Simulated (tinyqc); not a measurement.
Inside a calculation. Method: lattice vibrations of a chain. One step of it, computed by the program tinyqc.

Task: Dynamical matrix at q = 0.44. q is in units of 2 pi/a. A spring k from atom i to atom j, n cells on, adds k to Phi_ii and Phi_jj, -k exp(2 pi i q n) to Phi_ij and the conjugate to Phi_ji (for one atom a cell: 2k (1 - cos 2 pi q n)); D_ij = Phi_ij / sqrt(m_i m_j).

A chain moving along its axis:

| atom | mass (u) | spring to the next atom (eV/angstrom^2) |
|---|---|---|
| 1 | 78.500000 | 21.900000 |
| 2 | 91.700000 | 18.600000 |
| second neighbours | - | 0.300000 |

Give: D(q).

Result:

D(q) (eV/(angstrom^2 u)):
```
                 1                2
1           0.5307  -0.0543+0.0807i
2  -0.0543-0.0807i           0.4543
```
